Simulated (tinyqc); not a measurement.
Reverse leakage of an n+-p junction: diffusion, generation, trap-assisted and band-to-band tunnelling: one step of the calculation.

One-sided abrupt junction in the depletion approximation, x from the junction (0) to W on the p side, field F = F0 (1 - x/W). Flat quasi-Fermi levels, long p side. Traps generate through SRH with both lifetimes shortened by 1 + Gamma (Hurkx enhancement, form for moderate fields); band-to-band generation is local and needs a total bending above Eg.

Task. Generation rates across the layer. u = (Vbi + VR)(1 - x/W)^2, p = Na exp(-u/Vt), n = Nd exp((u - Vbi - VR)/Vt); G0 = ni^2 (1 - exp(-VR/Vt))/(tau (n + p + 2 ni cosh(Et/Vt))); Gamma = 2 sqrt(3 pi)(F/FG) exp((F/FG)^2); trap-assisted part G0 Gamma; G_bb = Ab F^2.5 exp(-Bb/F) with F in V/cm, zero unless Vbi + VR > Eg, and counted as zero under 1 cm^-3 s^-1. 13 equal steps.

Values chosen for this exercise; band and dielectric values close to those of silicon: temperature T = 350 K; band gap Eg = 1.13 eV; acceptor density of the lighter side Na = 8.5e17 cm^-3; donor density of the heavier side Nd = 1e19 cm^-3; SRH lifetime of both carriers at zero field tau = 2e-7 s; trap level above the intrinsic level Et = 0.03 eV; band-to-band prefactor Ab = 4.7e14 cm^-0.5 V^-2.5 s^-1; band-to-band field constant Bb = 1.97e7 V/cm; reverse bias VR = 3 V.

Constants: q = 1.602176634e-19 C, kB = 1.380649e-23 J/K, Vt = kB T/q. Results are converted to the units shown.

ni = 2.4934268e11 cm^-3
Vbi = 0.98169777 V
W = 77.162763 nm
F0 = 1032.0257 kV/cm
FG = 473.99879 kV/cm

Give: x; F; Gamma; G0; G0 Gamma; G_bb.

Result.

```
point  x (nm)  F (1e3 kV/cm)  Gamma  G0 (cm^-3 s^-1)  G0 Gamma (cm^-3 s^-1)  G_bb (1e21 cm^-3 s^-1)
0        0.00          1.032   1531         3.109e10               4.758e13                   2.607
1        5.94          0.953  700.7         3.889e17               2.725e20                   0.435
2       11.87          0.873  337.0         4.056e17               1.367e20                   0.053
3       17.81          0.794  170.0         4.056e17               6.894e19                   0.004
4       23.74          0.714  89.77         4.056e17               3.641e19                   0.000
5       29.68          0.635  49.53         4.056e17               2.009e19                   0.000
6       35.61          0.556  28.46         4.056e17               1.154e19                   0.000
7       41.55          0.476  16.94         4.056e17               6.870e18                   0.000
8       47.48          0.397  10.37         4.041e17               4.190e18                   0.000
9       53.42          0.318  6.443         7.893e16               5.086e17                   0.000
10      59.36          0.238  3.971         4.130e14               1.640e15                   0.000
11      65.29          0.159  2.301         8.321e12               1.914e13                   0.000
12      71.23          0.079  1.058         7.987e11               8.447e11                   0.000
13      77.16          0.000      0         3.657e11                      0                   0.000
```

Computed by the program tinyqc: `OMP_NUM_THREADS=1 python tinyqc.py 2290165 2290166 out.jsonl`, one thread of a shared Intel Xeon 2.30GHz, about 0.01 s for the whole run.
